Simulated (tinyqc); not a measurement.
Strain and the order of the valence edges: six-band k.p model of the valence band of a wurtzite crystal.

At k = 0: E1 = D1c + D2c + Te + Le (pure HH); E2, E3 = Le + u +/- sqrt(u^2 + 2 D3c^2), u = (D1c - D2c + Te)/2, D1c = Dcr, D2c = D3c = Dso/3. The weight of LH in state 2 is fL = (E2 - Le)^2/((E2 - Le)^2 + 2 D3c^2). Relative strengths of transitions to the conduction band: for E perpendicular to c (TE) 1/2, fL/2, (1 - fL)/2; for E along c (TM) 0, 1 - fL, fL, with one momentum element for both directions.

Strain of a c-plane layer: exx = eyy = e_par, ezz = -2 (C13/C33) e_par; Le = D1 ezz + D2 (exx + eyy), Te = D3 ezz + D4 (exx + eyy).

Conduction edge: Ec = (top of the unstrained valence band) + Eg + (a1 + D1) ezz + (a2 + D2)(exx + eyy).
Constants: kB = 8.617333262e-05 eV/K.

Inputs chosen for the exercise (near those of AlGaN; shifted at random, so the results belong to these values and not to a real crystal):
- Dcr = -0.0487 eV (crystal-field splitting)
- Dso = 0.0184 eV (spin-orbit splitting)
- Eg = 4.334 eV (direct gap at Gamma from the top of the unstrained valence band)
- a1 = -4.27 eV (gap potential along c)
- a2 = -11.09 eV (gap potential in the plane)
- D1 = -7.52 eV
- D2 = 5.44 eV
- D3 = 8.73 eV
- D4 = -4.23 eV
- C13 = 107 GPa
- C33 = 407 GPa
- T = 100 K (temperature)

Edges from the unstrained top. Degree of polarisation (TE - TM)/(TE + TM), each state weighted by exp(E/kT) alone (equal densities of states).

Results:

| e_par (%) | E1 (meV) | E2 (meV) | E3 (meV) | fL | lowest transition (eV) | polarisation |
|---|---|---|---|---|---|---|
| -2.00 | -79.6 | -91.5 | -298.4 | 0.998 | 4.5156 | 0.999 |
| -1.50 | -70.7 | -82.4 | -224.4 | 0.996 | 4.4812 | 0.997 |
| -1.00 | -61.7 | -73.0 | -150.7 | 0.987 | 4.4468 | 0.989 |
| -0.50 | -52.8 | -60.2 | -80.4 | 0.757 | 4.4123 | 0.665 |
| 0.00 | -43.9 | 0.0 | -57.5 | 0.023 | 4.3340 | -0.969 |
| 0.50 | -35.0 | 73.5 | -47.9 | 0.005 | 4.2350 | -0.995 |
| 1.00 | -26.1 | 147.4 | -38.7 | 0.002 | 4.1356 | -0.998 |
| 1.50 | -17.1 | 221.5 | -29.7 | 0.001 | 4.0360 | -0.999 |
| 2.00 | -8.2 | 295.6 | -20.7 | 0.001 | 3.9364 | -0.999 |

E1 = E2 requires Dcr + Te = 0, which here falls at e_par = -0.37 %, inside the sweep: state 1 is on top for smaller e_par and state 2 beyond. The polarisation goes from +1.00 to -1.00 and changes sign between -0.50 and 0.00 %; the lowest transition moves by -145 meV per 1 % on average.

tinyqc: `OMP_NUM_THREADS=1 python tinyqc.py 1080885 1080886 out.jsonl`; about 0.01 s, one thread, shared Intel(R) Xeon(R) Processor @ 2.30GHz.
